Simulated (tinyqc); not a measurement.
# Read current of a NAND string, cells in series solved by shooting: what changes with what

Cells in series, numbered from 0 at the source line (0 V) to the bit line, each followed by a gap resistance Rg. A cell with gate Vg, threshold VT, source Vs and drain Vd passes I = 2 nf K Vt^2 [F(Vs) - F(Vd)]/(1 + th max(Vg - VT, 0)), F(V) = ln^2(1 + exp((Vg - VT - nf V)/(2 nf Vt))). The selected cell has Vg = Vr, the others Vg = Vp.

Inputs (values chosen for the exercise); values of the order met in vertical NAND strings: temperature T = 300 K; gain factor of a cell K = 7.2 uA/V^2; slope factor nf = 1.2; mobility reduction factor th = 0.04 1/V; resistance of the gap between cells Rg = 18 kohm; bit-line voltage Vbl = 0.7 V; pass voltage Vp = 6.1 V; threshold of an erased cell Ve = -0.7 V; threshold of the highest state Vh = 3.4 V; threshold of the selected cell Vx = 0.5 V; sensing current Is = 20 nA; read voltage on the selected word line Vr = 1.65 V.

Constants: q = 1.602176634e-19 C, kB = 1.380649e-23 J/K, Vt = kB T/q. Results are converted to the units shown.

Each table varies one quantity; the others keep the values above.

## Read current against the number of cells

For a trial current I start at 0 V and, cell by cell, solve for the drain: sqrt(F(Vd)) = sqrt(F(Vs) - I/k), k = 2 nf K Vt^2/(1 + th max(Vg - VT, 0)), Vd = [Vg - VT - 2 nf Vt ln(exp(sqrt F) - 1)]/nf, then add I Rg. The string current is the I for which the last node reaches Vbl. The apparent threshold is the Vr at which I = Is. Background: all other cells erased (VT = Ve) or all in the highest state (VT = Vh); ratio and shift are high over erased and high minus erased. The selected cell is in the middle, cell n/2.

Results:
columns A: n; B: I, others erased (uA); C: I, others high (uA); D: ratio; E: apparent VT, erased (V); F: apparent VT, high (V); G: background shift (mV)
```
A          B        C       D       E       F      G
8      1.296   0.8582  0.6621  0.5666  0.5696  2.990
16    0.7750   0.4674  0.6032  0.5709  0.5769  5.994
32    0.4287   0.2442  0.5697  0.5794  0.5914  12.04
96    0.1536  0.08386  0.5459  0.6133  0.6501  36.78
128   0.1163  0.06313  0.5429  0.6303  0.6798  49.49
192  0.07826  0.04225  0.5398  0.6644  0.7401  75.64
```

Estimate the missing row, n = 64.

Computed row:
columns A: n; B: I, others erased (uA); C: I, others high (uA); D: ratio; E: apparent VT, erased (V); F: apparent VT, high (V); G: background shift (mV)
```
A        B       C       D       E       F      G
64  0.2262  0.1249  0.5520  0.5963  0.6206  24.30
```

With this row back in the table: With erased neighbours the current falls from 1.30 to 0.0783 uA, as n^(-0.74) between the first two rows and n^(-0.98) between the last two (-1 once the series resistance rules). The ratio falls from 0.662 to 0.540 and the background shift rises from 2.99 to 75.6 mV.

## Effect of the bit-line voltage

Same model as above.

The string has 128 cells and the selected one is cell 64.

Effect of the bit-line voltage:
columns A: Vbl (V); B: I, others erased (uA); C: I, others high (uA); D: ratio; E: apparent VT, erased (V); F: apparent VT, high (V); G: background shift (mV)
```
A          B        C       D       E       F      G
0.2  0.03446  0.01996  0.5792  0.6365   1.836   1200
0.3  0.05134  0.02938  0.5722  0.6305  0.6839  53.40
0.4  0.06798  0.03842  0.5651  0.6303  0.6799  49.61
0.5  0.08436  0.04706  0.5579  0.6303  0.6798  49.49
0.6   0.1005  0.05530  0.5504  0.6303  0.6798  49.49
0.7   0.1163  0.06313  0.5429  0.6303  0.6798  49.49
0.8   0.1318  0.07054  0.5352  0.6303  0.6798  49.49
```

What does the table show?

As Vbl goes from 0.2 to 0.8 V, the current with erased neighbours rises from 0.0345 to 0.132 uA, that with high neighbours rises from 0.0200 to 0.0705 uA and the ratio falls from 0.579 to 0.535. The background shift falls from 1200 to 49.5 mV.

Program tinyqc, `OMP_NUM_THREADS=1 python tinyqc.py 2142213 2142214 out.jsonl`; Intel Xeon 2.30GHz, shared host, one thread, about 0.9 s.
